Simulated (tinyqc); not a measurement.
Two-step dopant diffusion (predeposition and drive-in) with a constant diffusivity: one step, computed by the program tinyqc.

Fick diffusion into a half space x > 0 whose background doping C_B is of the opposite type, so that a junction lies where C = C_B.

Problem. Diffusivities. D = D0 exp(-E/(k_B T)). Temperatures in kelvin are T(C) + 273.15. Times in seconds are 60 times the minutes.

Inputs (values chosen for the exercise, modelled on phosphorus in silicon):
```
quantity,value,unit
prefactor D0,4.09,cm^2/s
activation energy E,3.64,eV
predeposition temperature T1,975,C
predeposition time t1,20,min
drive-in temperature T2,1050,C
```

Constants: k_B = 8.617333262e-05 eV/K.

Give: D1; D2; product D1 t1.

Solution.

D1 = 8.206e-15 cm^2/s

D2 = 5.588e-14 cm^2/s

product D1 t1 = 9.847e-12 cm^2
